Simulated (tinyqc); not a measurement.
Thickness of the outer barriers: quantum well in an electric field by finite differences.

Finite differences on points z_i at the centres of cells of width h: H_ii = (c/h^2)(1/m_(i-1/2) + 1/m_(i+1/2)) + V_i, H_(i,i+1) = -(c/h^2)/m_(i+1/2), where m_(i+1/2) is the mean of the masses at the two points (the end values are repeated outwards), psi = 0 on the points beyond both ends, c = hbar^2/2m0. The field adds e F (z - z0) with z0 the middle of the structure; 1 kV/cm = 1e-5 eV/angstrom.

Constants: hbar^2/2m0 = 3.80998211 eV angstrom^2.

Values chosen for the exercise (out of a larger set: near those of a non-polar GaN well in AlGaN; not measured data): layers = ((45, 0.24, 0.219), (75, 0, 0.195), (45, 0.24, 0.219)) (each layer: thickness in angstrom, band edge in eV, mass in m0); hf = 0.9375 angstrom (cell width of the fine grid).

Fine grid, zero field, both outer layers set to each thickness in turn.

Levels (eV):
```
outer layers (angstrom)       E1       E2       E3
11.250                   0.02283  0.09095  0.20316
22.500                   0.02174  0.08577  0.18724
45.000                   0.02165  0.08510  0.18299
90.000                   0.02165  0.08509  0.18268
180.000                  0.02165  0.08509  0.18268
```

Which of the three levels are properties of the well, and how thick must the outer layers be?

E1 is bound, and within 0.1 meV of the last row from 22.5 angstrom on. E2 is bound, and within 0.1 meV of the last row from 45 angstrom on. E3 is bound, and within 0.1 meV of the last row from 90 angstrom on.

Run: tinyqc, `OMP_NUM_THREADS=1 python tinyqc.py 1281138 1281139 out.jsonl`; Intel(R) Xeon(R) Processor @ 2.30GHz, one thread, shared host; about 0.04 s of CPU time with all checks.
